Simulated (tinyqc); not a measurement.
Worked calculation: k.p theory built from an empirical-pseudopotential calculation at Gamma. Values are carried at full precision from step to step, so a last printed digit may differ when a step is redone from the rounded ones.

Empirical pseudopotential on the fcc lattice, atoms at +/- tau, tau = a (1,1,1)/8, no spin-orbit coupling. H(G,G') = c (2 pi/a)^2 |k + G|^2 delta + VS(q) cos(q.tau) + i VA(q) sin(q.tau), q = G - G', c = hbar^2/2m0; k and G in units of 2 pi/a; VS at |q|^2 = 3, 8, 11 and VA at 3, 4, 11, in rydberg, zero elsewhere. The basis is fixed: all 113 G with |G|^2 up to Gcut. Energies are counted from the fourth level at Gamma.

Constants: hbar^2/2m0 = 3.80998211 eV angstrom^2; Ry = 13.60569312 eV.

Inputs chosen for the exercise (near those of Ge; not measured data): a = 5.651 angstrom (lattice constant); VS = (-0.236, 0.009, 0.058) Ry (symmetric form factors); VA = (0, 0, 0) Ry (antisymmetric form factors); Gcut = 20 (2 pi/a)^2 (largest |G|^2 of the fixed basis).

## Levels at Gamma

Diagonalise H at k = 0 and group equal levels.

Multiplets at Gamma:
```
multiplet  degeneracy    E (eV)
1                   1  -12.0567
2                   3    0.0000
3                   1    1.0007
4                   3    3.5282
5                   1    6.7533
6                   2    8.2154
7                   3   12.1798
8                   1   13.6672
9                   3   26.2390
```

The lowest empty multiplet is a singlet at 1.001 eV; the lowest empty singlet (s-like) is multiplet 3.

## Mass of the s-like conduction level (multiplet 3)

For a multiplet A of d_A states, W(B) = (4 c/(3 d_A)) sum over n in A, m in B and i = x, y, z of |<n|G_i|m>|^2 (G in 1/angstrom, <n|G_i|m> = sum_G c_n(G)* G_i c_m(G)); the mean inverse mass of A is 1 + sum_B W(B)/(E_A - E_B). Multiplets with W = 0 are left out.

List the couplings (the first eight at most); W to the valence triplet is the Kane energy Ep.

Couplings:
```
multiplet B  degeneracy  E_B (eV)   W (eV)  W/(E_A - E_B)
2                     3    0.0000  20.1450        20.1316
7                     3   12.1798   0.2509        -0.0224
10                    3   26.8340   0.4585        -0.0177
16                    3   41.6067   0.0120        -0.0003
23                    3   43.3538   0.0078        -0.0002
25                    3   48.8743   0.0071        -0.0001
34                    3   77.9096   0.0290        -0.0004
38                    3   80.5594   0.0070        -0.0001
```

sum over the higher multiplets = -0.0001
1/m = 21.0902

Ep = 20.15 eV. The valence triplet gives 20.13, all other levels together -0.04; m = 0.0474, against 0.0473 for two levels alone.

## Valence parameters

Fold all other levels onto the valence triplet: D(u) = c + 4 c^2 sum_m <n|u.G|m><m|u.G|n'>/(0 - E_m), in units of c. Along [100] its eigenvalues are L (once) and M (twice); along [111] (L + 2M + 2N)/3 (once) and (L + 2M - N)/3 (twice). Then g1 = -(L + 2M)/3, g2 = -(L - M)/6, g3 = -N/6.

eigenvalues along [100]: [-20.934, -2.957, -2.957]

eigenvalues along [111]: [-24.359, -1.244, -1.244]

L, M, N: [-20.934, -2.957, -23.114]

g1, g2, g3: [8.949, 2.996, 3.852]

With spin-orbit coupling added at fixed g1, g2, g3 and large against the hole energy these give heavy and light masses along [100] of 0.338 and 0.067. The s-like level alone adds Ep/(3E) = 6.71 to g1. Local form factors fix Ep and the gap only roughly, so these values can lie far from measured ones.

## Checks

- 1/m of the s-like level from the sum against the curvature of the band: both 21.09.
- L and M against the curvatures along [100]: largest relative difference 4.0e-06.

Computed by tinyqc, a small Python program: `OMP_NUM_THREADS=1 python tinyqc.py 1080696 1080697 out.jsonl` (the numbers bound the seed that draws the inputs); one thread of a shared host (Intel(R) Xeon(R) Processor @ 2.30GHz), about 0.6 s for the whole set of steps.
